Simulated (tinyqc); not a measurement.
Energy and delay of logic against supply voltage: one step of the calculation.

One expression serves below and above threshold: I(Vg) = Ik [ln(1 + exp((Vg - VT + dd V)/(al nf Vt)))]^al, with I_on = I(V) and I_off = I(0). Gate delay td = kd C V/I_on, clock period LD td. Per gate and cycle the switching energy is act C V^2 and the leakage energy I_off V LD td. No short-circuit current, no variation. Minima are sought above 0.09 V; below a few Vt gates no longer switch and the model has no meaning.

Task. Currents, delay and energies. I_on, I_off, td, clock frequency 1/(LD td), both energies and their sum.

Values chosen for this exercise; values of the order met in logic technologies:

| symbol | value | unit | meaning |
|---|---|---|---|
| T | 330 | K | temperature |
| VT | 0.24 | V | threshold voltage at zero drain bias |
| nf | 1.27 |  | slope factor |
| dd | 0.07 |  | barrier lowering per volt of supply |
| Ik | 0.47 | uA | specific current of a gate |
| al | 1.31 |  | exponent of the current law |
| C | 0.64 | fF | load capacitance of a gate |
| kd | 0.9 |  | delay factor |
| LD | 16 |  | logic depth |
| act | 0.2 |  | activity factor |
| V | 0.96 | V | supply voltage |

Constants: q = 1.602176634e-19 C, kB = 1.380649e-23 J/K, Vt = kB T/q. Results are converted to the units shown.

Find: I_on; I_off; td; clock frequency; switching energy; leakage energy; energy.

Result.

I_on = 18.697 uA
I_off = 3.8622 nA
td = 29.575 ps
clock frequency = 2.1133 GHz
switching energy = 117.96 aJ
leakage energy = 1.7545 aJ
energy = 119.72 aJ

I_on/I_off = 4840; leakage makes up 1.47 % of the energy.

Range of the model: At a supply of a few Vt gates lose their noise margin, and variation, left out here, decides whether they work.

Numbers from tinyqc (`OMP_NUM_THREADS=1 python tinyqc.py 2082134 2082135 out.jsonl`; about 0.01 s on one thread of a shared Intel Xeon 2.30GHz).
